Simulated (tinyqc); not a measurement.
# Weibull slope from two areas

Problem. Oxide breakdown times follow a Weibull law, F = 1 - exp(-(t/t63)^beta). For defects spread at random t63 goes as A^(-1/beta). Find beta and the time at which the share Fp of the area-A2 devices has failed, t63(A2) (-ln(1 - Fp))^(1/beta).

Values chosen for this exercise:
- A1 = 3.3 um^2 (area of a test capacitor)
- A2 = 2.3e6 um^2 (gate area of the product)
- Fp = 1e-5 (allowed share of failed products)

t63 at the areas A1 and A2 (s): 56  0.0037537368

Solution. beta = ln(A2/A1)/ln(t63(A1)/t63(A2)).

beta = 1.40
time to Fp = 1.01e-6 s

Computed by the program tinyqc: `OMP_NUM_THREADS=1 python tinyqc.py 2070056 2070057 out.jsonl`, one thread of a shared Intel Xeon 2.30GHz, about 0.01 s for the whole run.
